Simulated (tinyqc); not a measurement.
Worked calculation: Weaire-Thorpe hybrids on a Bethe lattice: gap and dangling bond of an amorphous tetrahedral solid. Values are carried at full precision from step to step, so a last printed digit may differ when a step is redone from the rounded ones.

Four sp3 hybrids an atom at energy 0, coupled by -V1 on the atom and by -V2 along a bond; the bonds form a tree (no rings). For any network the gap runs at least from -V2 + V1 to V2 - 3 V1, and p-like states pile up at -V2 + V1 and V2 + V1. On the tree the gap is wider: it ends at Ec = -V1 + sqrt(V2^2 + 4 V1^2 - 2 sqrt3 V1 V2), which makes it well wider than the gaps of the real glasses. A branch seen from a hybrid has the self-energy S = V2^2 g, where g is the Green function of the hybrid across the bond, whose three partners carry S themselves. With a = z - V1, b = a - S: g = 1/(a + V1 b/(b + 3 V1)), z = E + i eta. A full atom has G = (1/b)(b + 3 V1)/(b + 4 V1) per hybrid; a dangling hybrid with shift dh has G = 1/(1/g - dh).

Values chosen for the exercise (of the size of tabulated hybrid energies for tetrahedral carbon; not measured data):
```
symbol  value  unit  meaning
V1      2.03   eV    coupling of two hybrids on one atom
V2      10.66  eV    coupling of the two hybrids of a bond
E       3.81   eV    energy
eta     0.05   eV    broadening
dh      -0.54  eV    shift of the dangling hybrid (rehybridisation)
```

## Edges

Bounds -V2 + V1 and V2 - 3 V1. On the tree the s-like bands are narrower: E = -V1 -/+ sqrt(V2^2 + 4 V1^2 + V1 V2 e) with e from -2 sqrt3 to 2 sqrt3 (for a crystal, -4 to 4), so the conduction edge is -V1 + sqrt(V2^2 + 4 V1^2 - 2 sqrt3 V1 V2).

edges (eV): Ev -8.6300, Ec(bound) 4.5700, Ec(tree) 5.3968

gaps (eV): (bound, reached in the crystal) 13.2000, (tree) 14.0268

The gap needs no periodicity, only V2 > 2 V1 (here V2/V1 = 5.251); leaving out rings widens it by 0.827 eV. Two parameters overstate the gap of carbon more than twofold (diamond has 5.5 eV).

## The self-energy at one energy

S = V2^2 g is a quadratic A S^2 + B S + C = 0 with A = a + V1, B = -(a (a + 4 V1) + V2^2), C = V2^2 (a + 3 V1), a = z - V1. Of the two roots take the one with Im S < 0 (if both qualify, the decaying one, with the smaller |V1 V2 g/(b + 3 V1)|).

A, B, C: [3.8100+0.0500i, -131.2551-0.5840i, 894.3122+5.6818i]

roots (eV): [9.3518+0.0766i, 25.0944-0.3753i]

S = 25.0944-0.3753i eV

## Densities at that energy

With z = E + i eta, b = z - V1 - S: full atom G = (b + 3 V1)/(b (b + 4 V1)); g = S/V2^2; dangling hybrid 1/(1/g - dh); densities -Im G/pi.

G (1/eV): (bulk) -0.0486-0.0010i, (dangling with dh = 0) 0.2208-0.0033i, (dangling with dh) 0.1973-0.0026i
densities (1/eV): (bulk) 0.0003, (dangling with dh = 0) 0.0011, (dangling with dh) 0.0008

## The dangling-bond level

For eta = 0 the level solves 1/g(E) = dh inside the gap (bisection); its weight on the dangling hybrid is 1/(d(1/g)/dE), by central differences with step 1e-5 eV.

level = -0.4822 eV
above Ev = 8.1478 eV
weight on the dangling hybrid = 0.895

The level lies at 58 % of the gap of the tree; 11 % of it spreads over the back bonds.

## Checks

- Conduction edge from the formula against the zero of the discriminant: both 5.39676.
- S from the quadratic against damped iteration of S = V2^2 g: both 25.09445.

(tinyqc, `OMP_NUM_THREADS=1 python tinyqc.py 1451698 1451699 out.jsonl`, Intel(R) Xeon(R) Processor @ 2.30GHz, 1 thread, shared host, about 0.02 s.)
